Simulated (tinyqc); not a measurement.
Inside a calculation. Method: Hubbard ring of 4 sites. Computed by tinyqc, a small Python program that keeps every step. Settings: hopping = 1.13, U = 0.6, mixing = 0.5, iteration cap = 59. Command: `OMP_NUM_THREADS=1 python tinyqc.py 29949 29950 out.jsonl` (the two numbers bound the seeds that draw the settings). One thread of a shared host (Intel(R) Xeon(R) Processor @ 2.60GHz), about 0.2 s of CPU time with the checks. Later iterations appear only in the table of the cycle.

## Mean-field iteration 1

one-body matrix (hopping and site energies) (eV):
```
         1        2        3        4
1   0.0000  -1.1300   0.0000  -1.1300
2  -1.1300   0.0000  -1.1300   0.0000
3   0.0000  -1.1300   0.0000  -1.1300
4  -1.1300   0.0000  -1.1300   0.0000
```

U = 0.6000 eV

electrons, up and down: 1  1

mixing = 0.5000

n(up) at the start (a guess, not normalised): 1 0.7000, 2 0.0000, 3 0.7000, 4 0.0000

n(down) at the start (a guess): 1 0.0000, 2 0.7000, 3 0.0000, 4 0.7000

H(up) = T + U n(down), H(down) = T + U n(up); fill the lowest levels; n(new) = n + mixing (n(out) - n); E = tr T (rho up + rho down) + U sum n_up n_down of the output.

levels, up (eV): -2.0597  0.0000  0.4200  2.4797

levels, down (eV): -2.0597  0.0000  0.4200  2.4797

energy = -4.3519 eV

n(up) after iteration 1: 1 0.4866, 2 0.1134, 3 0.4866, 4 0.1134

n(down) after iteration 1: 1 0.1134, 2 0.4866, 3 0.1134, 4 0.4866

## Mean-field iteration 2

As before.

levels, up (eV): -2.0828  0.0681  0.2919  2.4428

levels, down (eV): -2.0828  0.0681  0.2919  2.4428

energy = -4.3648 eV

n(up) after iteration 2: 1 0.3745, 2 0.1755, 3 0.3745, 4 0.1755

n(down) after iteration 2: 1 0.1755, 2 0.3745, 3 0.1755, 4 0.3745

## Convergence

Each step fills the lowest levels of T + U n(other spin) and sets n(new) = n + mixing (n(out) - n); stop when output and input agree to 1e-8.

Course of the cycle:
```
iteration     E (eV)  largest |n(out) - n(in)|  mean |n_up - n_down|
1          -4.351896                  4.27e-01                0.0463
2          -4.364833                  2.24e-01                0.0247
3          -4.368529                  1.18e-01                0.0132
4          -4.369582                  6.20e-02                0.0070
5          -4.369881                  3.26e-02                0.0038
6          -4.369966                  1.72e-02                0.0020
7          -4.369990                  9.07e-03                0.0011
8          -4.369997                  4.78e-03                0.0006
9          -4.369999                  2.52e-03              3.03e-04
10         -4.370000                  1.33e-03              1.62e-04
11         -4.370000                  7.04e-04              8.62e-05
...              ...                       ...                   ...
19         -4.370000                  4.34e-06              5.63e-07
20         -4.370000                  2.30e-06              3.00e-07
21         -4.370000                  1.22e-06              1.60e-07
22         -4.370000                  6.48e-07              8.54e-08
23         -4.370000                  3.44e-07              4.55e-08
24         -4.370000                  1.83e-07              2.43e-08
25         -4.370000                  9.70e-08              1.29e-08
26         -4.370000                  5.15e-08              6.90e-09
27         -4.370000                  2.74e-08              3.68e-09
28         -4.370000                  1.45e-08              1.96e-09
29         -4.370000                  7.73e-09              1.05e-09
```

local moments n_up - n_down: 1 0.0000, 2 0.0000, 3 0.0000, 4 0.0000

Converged in 29 iterations. Before convergence this energy mixes input and output and is not variational, so it may rise towards its limit.

## The many-body Hamiltonian

Basis: all placements (u, d, 2, 0 on each site), up operators ordered before down ones; hops carry the sign of the same-spin electrons passed.

H (eV):
```
         2000     ud00     u0d0     u00d     du00     0200     0ud0     0u0d
2000   0.6000  -1.1300   0.0000  -1.1300  -1.1300   0.0000   0.0000   0.0000
ud00  -1.1300   0.0000  -1.1300   0.0000   0.0000  -1.1300   0.0000   0.0000
u0d0   0.0000  -1.1300   0.0000  -1.1300   0.0000   0.0000  -1.1300   0.0000
u00d  -1.1300   0.0000  -1.1300   0.0000   0.0000   0.0000   0.0000  -1.1300
du00  -1.1300   0.0000   0.0000   0.0000   0.0000  -1.1300   0.0000  -1.1300
0200   0.0000  -1.1300   0.0000   0.0000  -1.1300   0.6000  -1.1300   0.0000
0ud0   0.0000   0.0000  -1.1300   0.0000   0.0000  -1.1300   0.0000  -1.1300
0u0d   0.0000   0.0000   0.0000  -1.1300  -1.1300   0.0000  -1.1300   0.0000
d0u0   0.0000   0.0000   0.0000   0.0000  -1.1300   0.0000   0.0000   0.0000
0du0   0.0000   0.0000   0.0000   0.0000   0.0000  -1.1300   0.0000   0.0000
0020   0.0000   0.0000   0.0000   0.0000   0.0000   0.0000  -1.1300   0.0000
00ud   0.0000   0.0000   0.0000   0.0000   0.0000   0.0000   0.0000  -1.1300
d00u  -1.1300   0.0000   0.0000   0.0000   0.0000   0.0000   0.0000   0.0000
0d0u   0.0000  -1.1300   0.0000   0.0000   0.0000   0.0000   0.0000   0.0000
00du   0.0000   0.0000  -1.1300   0.0000   0.0000   0.0000   0.0000   0.0000
0002   0.0000   0.0000   0.0000  -1.1300   0.0000   0.0000   0.0000   0.0000

         d0u0     0du0     0020     00ud     d00u     0d0u     00du     0002
2000   0.0000   0.0000   0.0000   0.0000  -1.1300   0.0000   0.0000   0.0000
ud00   0.0000   0.0000   0.0000   0.0000   0.0000  -1.1300   0.0000   0.0000
u0d0   0.0000   0.0000   0.0000   0.0000   0.0000   0.0000  -1.1300   0.0000
u00d   0.0000   0.0000   0.0000   0.0000   0.0000   0.0000   0.0000  -1.1300
du00  -1.1300   0.0000   0.0000   0.0000   0.0000   0.0000   0.0000   0.0000
0200   0.0000  -1.1300   0.0000   0.0000   0.0000   0.0000   0.0000   0.0000
0ud0   0.0000   0.0000  -1.1300   0.0000   0.0000   0.0000   0.0000   0.0000
0u0d   0.0000   0.0000   0.0000  -1.1300   0.0000   0.0000   0.0000   0.0000
d0u0   0.0000  -1.1300   0.0000  -1.1300  -1.1300   0.0000   0.0000   0.0000
0du0  -1.1300   0.0000  -1.1300   0.0000   0.0000  -1.1300   0.0000   0.0000
0020   0.0000  -1.1300   0.6000  -1.1300   0.0000   0.0000  -1.1300   0.0000
00ud  -1.1300   0.0000  -1.1300   0.0000   0.0000   0.0000   0.0000  -1.1300
d00u  -1.1300   0.0000   0.0000   0.0000   0.0000  -1.1300   0.0000  -1.1300
0d0u   0.0000  -1.1300   0.0000   0.0000  -1.1300   0.0000  -1.1300   0.0000
00du   0.0000   0.0000  -1.1300   0.0000   0.0000  -1.1300   0.0000  -1.1300
0002   0.0000   0.0000   0.0000  -1.1300  -1.1300   0.0000  -1.1300   0.6000
```

## Exact diagonalisation (16 states)

Lowest levels of the sector, and the double occupancy of the lowest state.

lowest levels (eV): -4.3818  -2.2600  -2.2600  -1.9798  -1.9798  0.0000

double occupancy per site = 0.0529

The mean-field solution above lies 0.0118 eV above the exact energy.

## The lowest level by Lanczos steps

From a random start vector (not printed): a_j = <q_j|H|q_j>, b_j = norm of the remainder after orthogonalising; the Ritz value is the lowest eigenvalue of the tridiagonal matrix of a and b so far.

Lanczos:
```
j  a_j (eV)  b_j (eV)  lowest Ritz value (eV)
1   -1.1695    2.2102               -1.169475
2   -1.0086    2.5436               -3.300744
3    0.5226    2.5478               -4.086762
4    1.0371    2.1352               -4.330060
5    1.2455    0.5306               -4.380968
6   -0.1373    1.3232               -4.381684
7   -0.8397    1.4089               -4.381780
8    1.8205    0.2180               -4.381791
9    0.3294         0               -4.381791
```
